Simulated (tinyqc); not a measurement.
Cooling rate: nucleation and growth of vacancy voids in a cooling silicon-like crystal. Computed by tinyqc, a small Python program. Command: `OMP_NUM_THREADS=1 python tinyqc.py 3017594 3017595 out.jsonl voids walk`. One thread of a shared host (Intel(R) Xeon(R) Processor @ 2.30GHz), about 0.9 s of CPU time with the checks.

Spherical voids; vacancies are lost only to voids.

Inputs (values chosen for the exercise, for a model crystal):
```
quantity                                    value    unit
vacancy density at the melting point C_m  7.2e+14  1/cm^3
formation energy E_f                         4.03      eV
melting point T_m                            1685       K
diffusion prefactor D0                    0.00041  cm^2/s
migration energy E_m                         0.37      eV
site density rho                            5e+22  1/cm^3
void surface energy gamma                   0.967   J/m^2
cooling rate q                                 25   K/min
ratio (V/G)/xi_c                             2.17       -
limit of the excess at high V/G             2e+14  1/cm^3
temperature step                            0.125       K
```

Vacancy supply: from V/G.

Constants: k_B = 8.617333262e-05 eV/K; k_B = 1.380649e-23 J/K.

Method:
- C = C_x (u - 1)/(u + 0.2) with u = (V/G)/xi_c, a form chosen for the exercise.
- C_e = C_m exp[-(E_f/k_B)(1/T - 1/T_m)]; D = D0 exp(-E_m/(k_B T)); f = k_B T ln(C/C_e); r* = 2 gamma/(rho f); W* = 16 pi gamma^3/(3 rho^2 f^2); Z = f/sqrt(12 pi W* k_B T); I = rho Z (4 pi r* D C) exp(-W*/(k_B T)).
- March down from 1500 K in steps dT, dt = dT/q, with values at the upper end of each step: a class of I dt voids is born with r*; then all classes grow by r^2 += 2 D (C - C_e) dt/rho; C falls by the vacancies added to voids. Stop at 1150 K. T_n is the T of the largest I, N the final count (classes under 1e-6 /cm^3 are dropped), and the mean radius the number average.

initial excess C = 9.87342e+13 1/cm^3

At fixed C:
```
q (K/min)   T_n (K)  N (1/cm^3)  mean radius (nm)
2.5        1369.125  3.3100e+06            51.745
6.2        1363.750  1.2663e+07            33.056
12.0       1359.625  3.3577e+07            23.865
25.0       1354.750  9.9198e+07            16.617
50.0       1349.750  2.7566e+08            11.808
100.0      1344.500  7.6485e+08             8.395
250.0      1337.000  2.9345e+09             5.355
```

What does the comparison show, and why?

Over the rows N goes as q^1.47 and the radius as q^-0.49, near the 3/2 and -1/2 of the scaling argument (depletion time 1/(4 pi N r D) equal to the time in the nucleation range, at fixed N r^3). T_n drops only 32 K for a factor 100 in q. Fast cooling gives many small voids, which an anneal can dissolve.

Extremes, crossings and ranges named in words are read from the listed rows.
